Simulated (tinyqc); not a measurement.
# Weak link from the transmission

Problem. An infinite chain has hopping -t with t = 2.22 eV and site energy 0; E = -2 t cos(k) with E = 2.5 eV. One bond has the hopping -y t with 0 < y < 1, so T(E) = 4 y^2 sin^2 k/[(1 - y^2)^2 + 4 y^2 sin^2 k]. Find y and the hopping y t.

T(E) = 0.39887980

Answer. With b = |sin k| sqrt(1/T(E) - 1), (1 - y^2)/(2 y) = b, whose root below 1 is sqrt(b^2 + 1) - b.

y = 0.4100
y t = 0.9102 eV

Program tinyqc, `OMP_NUM_THREADS=1 python tinyqc.py 2660031 2660032 out.jsonl`; Intel Xeon 2.30GHz, shared host, one thread, about 0.02 s.
